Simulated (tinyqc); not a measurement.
Worked calculation: geometry optimisation on the RHF/6-31g surface (energies and gradients from PySCF), for H2, spin multiplicity 1. Computed by tinyqc, a small Python program that keeps every step (integrals from PySCF). Settings: charge = 0, multiplicity = 1, basis = 6-31g, optimiser = bfgs, first Hessian = 0.6, largest step = 0.1, iteration cap = 30. Command: `OMP_NUM_THREADS=1 python tinyqc.py 24344 24345 out.jsonl` (the two numbers bound the seeds that draw the settings). One thread of a shared host (Intel(R) Xeon(R) Processor @ 2.60GHz), about 0.1 s of CPU time with the checks.

## Step 1: energy and gradient

positions at the start (bohr), order 1H, 2H:
$$\begin{pmatrix}
0.000000 & 0.000000 & 0.000000 \\
0.000000 & 0.000000 & 1.553355
\end{pmatrix}$$

Self-consistent energy and analytic gradient at these positions.

energy = -1.12168006 hartree

gradient (hartree/bohr), order 1H, 2H:
$$\begin{pmatrix}
0.00000000 & 0.00000000 & -0.05380853 \\
0.00000000 & 0.00000000 & 0.05380853
\end{pmatrix}$$

## Step 1: move

Quasi-Newton step p = -H^(-1) g (first H = 0.6 times the unit matrix); steps longer than 0.1 bohr are cut back (factor 0.788 here).

positions after step 1 (bohr), order 1H, 2H:
$$\begin{pmatrix}
0.000000 & 0.000000 & 0.070711 \\
0.000000 & 0.000000 & 1.482644
\end{pmatrix}$$

## Step 2: energy and gradient

As before.

energy = -1.12661817 hartree

gradient (hartree/bohr), order 1H, 2H:
$$\begin{pmatrix}
0.00000000 & 0.00000000 & -0.01266194 \\
0.00000000 & 0.00000000 & 0.01266194
\end{pmatrix}$$

## Step 2: move

inverse Hessian in use (bohr^2/hartree):
$$\begin{pmatrix}
1.666667 & 0.000000 & 0.000000 & 0.000000 & 0.000000 & 0.000000 \\
0.000000 & 1.666667 & 0.000000 & 0.000000 & 0.000000 & 0.000000 \\
0.000000 & 0.000000 & 1.692586 & 0.000000 & 0.000000 & -0.025920 \\
0.000000 & 0.000000 & 0.000000 & 1.666667 & 0.000000 & 0.000000 \\
0.000000 & 0.000000 & 0.000000 & 0.000000 & 1.666667 & 0.000000 \\
0.000000 & 0.000000 & -0.025920 & 0.000000 & 0.000000 & 1.692586
\end{pmatrix}$$

Quasi-Newton step p = -H^(-1) g (the inverse Hessian comes from BFGS updates; coordinates in the order x, y, z of each atom); steps longer than 0.1 bohr are cut back.

positions after step 2 (bohr), order 1H, 2H:
$$\begin{pmatrix}
0.000000 & 0.000000 & 0.092470 \\
0.000000 & 0.000000 & 1.460885
\end{pmatrix}$$

## Convergence

Stop when the largest gradient component is below 3e-5 hartree/bohr. The inverse Hessian follows the BFGS update with s = step, y = change of gradient.

Course of the optimisation:
```
step  E (hartree)  largest gradient (hartree/bohr)
1     -1.12168006                         5.38e-02
2     -1.12661817                         1.27e-02
3     -1.12680256                         4.62e-03
4     -1.12682775                         2.56e-04
5     -1.12682783                         4.82e-06
```

Final distances (angstrom):
```
pair   distance
2H-1H  0.729966
```

Converged in 5 steps.
